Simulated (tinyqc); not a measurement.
The 3-omega method: a line heater on a substrate with a thin film: one step, computed by the program tinyqc.

A current at angular frequency omega = 2 pi f heats the line at 2 omega with the amplitude P per length; the temperature swing Delta T at 2 omega gives a voltage at 3 omega. The substrate is taken as semi-infinite and isotropic, and the heat capacity of heater and film is left out.

Task: Temperature swing of the bare substrate. Delta T_s = (P/(pi kappa)) int_0^infinity (sin x/x)^2 / sqrt(x^2 + (q b)^2) dx with (q b)^2 = i |q b|^2, averaged over the heater width (12 Gauss-Legendre points on each of the pieces 0, 14 log-spaced edges from 1e-5 to 1, and multiples of pi to 40 pi; the tail adds 1/(4 (40 pi)^2)). For |q| b much below 1: Delta T_s = (P/(pi kappa)) [-ln(|q| b) + eta - i pi/4], eta = 3/2 - C_E = 0.92278, with Euler's C_E = 0.5772157.

Inputs (values chosen for the exercise, modelled on amorphous silicon on gallium nitride):

| quantity | value | unit |
|---|---|---|
| substrate conductivity kappa | 188 | W/(m K) |
| substrate heat capacity C | 3.06 | 1e6 J/(m^3 K) |
| heater half-width b | 12 | micrometre |
| power amplitude per length P | 9.9 | W/m |
| current frequency f | 670 | Hz |

|q| b = 0.1404770

Give: in-phase Delta T_s; out-of-phase Delta T_s; in-phase, narrow-line form; out-of-phase, narrow-line form.

Result:

in-phase Delta T_s = 0.048410 K

out-of-phase Delta T_s = -0.013001 K

in-phase, narrow-line form = 0.048367 K

out-of-phase, narrow-line form = -0.013165 K

The narrow-line form misses the in-phase part by -0.09 % and the out-of-phase part by +1.3 % at |q| b = 0.140.
